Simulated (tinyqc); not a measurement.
One-diode model of a solar cell: one step of the calculation.

J is the current delivered and Vj = V + J Rs the junction voltage. J = X JL - J01 (exp(Vj/(n1 Vt)) - 1) - Vj/Rp. The photocurrent does not depend on voltage.

Task. Figures of merit. Jsc at V = 0, Voc at J = 0, the maximum power point where J (1 + 2 Rs G) = G Vj with G = -dJ/dVj; FF = Vmp Jmp/(Voc Jsc); efficiency Vmp Jmp/(X Pin). Empirical fill factor without parasitics FF0 = (v - ln(v + 0.72))/(v + 1), v = Voc/(n1 Vt).

Parameters, values chosen for the exercise; values of the order met in cells of silicon: temperature T = 300 K; photocurrent at one sun JL = 35.2 mA/cm^2; concentration X = 0.3 suns; saturation current of the diode J01 = 1.1e-7 A/cm^2; ideality factor of the diode n1 = 1.76; series resistance Rs = 0 ohm cm^2; shunt resistance Rp = 9000 ohm cm^2; incident power at one sun Pin = 100 mW/cm^2.

Constants: q = 1.602176634e-19 C, kB = 1.380649e-23 J/K, Vt = kB T/q. Results are converted to the units shown.

Find: Jsc; Voc; Vmp; Jmp; FF; efficiency; FF0.

Result.

Jsc = 10.560 mA/cm^2
Voc = 0.52173 V
Vmp = 0.41615 V
Jmp = 9.4822 mA/cm^2
FF = 0.71623
efficiency = 13.153 %
FF0 = 0.71922

FF is 0.42 % below FF0. Removing one loss at a time changes the efficiency by: shunt +0.06 points.

Numbers from tinyqc (`OMP_NUM_THREADS=1 python tinyqc.py 2280045 2280046 out.jsonl`; about 0.01 s on one thread of a shared Intel Xeon 2.30GHz).
